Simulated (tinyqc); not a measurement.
## Free and trapped electrons in a MOS channel with a dense trap tail: free and trapped charge against gate voltage

p-type body, charge-sheet picture, full ionisation (an idealisation for deep acceptors), Boltzmann statistics for free electrons. e = Ec - EF at the surface. Acceptor-like traps of density D(E) = D0 + De exp(-E/Ew) at depth E below Ec, from 0 to Eu, hold n_t = integral of D(E)/(1 + exp((e - E)/Vt)). psi = Eg - Vt ln(Nv/Na) - e; N_dep = sqrt(2 eps0 eps_r Na (psi - Vt)/q); n_f = sqrt(N_dep^2 + 2 eps0 eps_r Vt Nc exp(-e/Vt)/q) - N_dep; Vg = Vfb + psi + q (N_dep + n_t + n_f)/Cox, Cox = eps0 eox/tox.

Free share n_f/(n_f + n_t); swing ln 10 n_f/(dn_f/dVg); field-effect mobility mf q (dn_f/dVg)/Cox, for a constant mf; oxide field q (N_dep + n_t + n_f)/(eps0 eox).

Inputs (values chosen for the exercise); band and dielectric values close to those of 4H silicon carbide:

| symbol | value | unit | meaning |
|---|---|---|---|
| T | 400 | K | temperature |
| Eg | 3.2 | eV | band gap |
| eps_r | 9.81 |  | relative permittivity |
| Nc | 2.63e19 | cm^-3 | conduction-band density of states at T |
| Nv | 3.93e19 | cm^-3 | valence-band density of states at T |
| eox | 3.9 |  | relative permittivity of the insulator |
| tox | 35 | nm | insulator thickness |
| Na | 3.4e16 | cm^-3 | acceptor density |
| Vfb | -2.21 | V | flat-band voltage without trapped charge |
| D0 | 1.2e11 | cm^-2 eV^-1 | constant background density of acceptor-like traps |
| De | 1.3e13 | cm^-2 eV^-1 | density of the tail at the conduction edge |
| Ew | 0.1 | eV | decay energy of the tail |
| Eu | 0.61 | eV | depth below Ec down to which the traps reach |
| mf | 88 | cm^2/(V s) | mobility of free electrons |

Constants: q = 1.602176634e-19 C, kB = 1.380649e-23 J/K, Vt = kB T/q, eps0 = 8.8541878128e-14 F/cm where lengths are in cm. Results are converted to the units shown.

Result of one run:

| e (eV) | n_f (cm^-2) | n_t (cm^-2) | free share (%) | swing (mV/decade) | field-effect mobility (cm^2/(V s)) | oxide field (MV/cm) |
|---|---|---|---|---|---|---|
| 0.01360 | 1.739e12 | 1.085e12 | 61.58 | 7596 | 75.32 | 1.790 |

Which gate voltage Vg gave this result: 1.8, 4, 5.5, 7 or 7.7 V?

Vg = 7 V.

The whole series:

| Vg (V) | e (eV) | n_f (cm^-2) | n_t (cm^-2) | free share (%) | swing (mV/decade) | field-effect mobility (cm^2/(V s)) | oxide field (MV/cm) |
|---|---|---|---|---|---|---|---|
| 1.8 | 0.5096 | 1.979e6 | 1.915e10 | 0.01033 | 132.6 | 0.004911 | 0.4465 |
| 2.5 | 0.2238 | 7.443e9 | 2.125e11 | 3.385 | 365.2 | 6.707 | 0.5648 |
| 3.3 | 0.1228 | 1.290e11 | 5.029e11 | 20.41 | 1173 | 36.17 | 0.7645 |
| 4 | 0.08504 | 3.483e11 | 6.845e11 | 33.73 | 2213 | 51.78 | 0.9538 |
| 4.7 | 0.06096 | 6.257e11 | 8.191e11 | 43.31 | 3389 | 60.75 | 1.147 |
| 5.5 | 0.04087 | 9.857e11 | 9.357e11 | 51.30 | 4809 | 67.44 | 1.370 |
| 6.2 | 0.02691 | 1.327e12 | 1.015e12 | 56.67 | 6092 | 71.67 | 1.566 |
| 7 | 0.01360 | 1.739e12 | 1.085e12 | 61.58 | 7596 | 75.32 | 1.790 |
| 7.7 | 0.003600 | 2.114e12 | 1.133e12 | 65.11 | 8945 | 77.76 | 1.988 |

n_f reaches 1e11 cm^-2 at Vg = 3.18 V, against 2.42 V without traps. The free share rises from 0.0103 to 65.1 % and the field-effect mobility rises from 0.00491 to 77.8 cm^2/(V s), although mf = 88 is constant: in the last row 88.4 % of Cox dVg goes into free electrons. The swing in the first row is 133 mV a decade (Vt ln 10 = 79.4). For Vg = 4.7, 5.5, 6.2, 7, 7.7 EF lies less than 2 Vt below the band edge, or above it, where degeneracy and confinement, left out, matter.

tinyqc, about 0.03 s, one thread, Intel Xeon 2.30GHz (shared host): `OMP_NUM_THREADS=1 python tinyqc.py 2222065 2222066 out.jsonl`
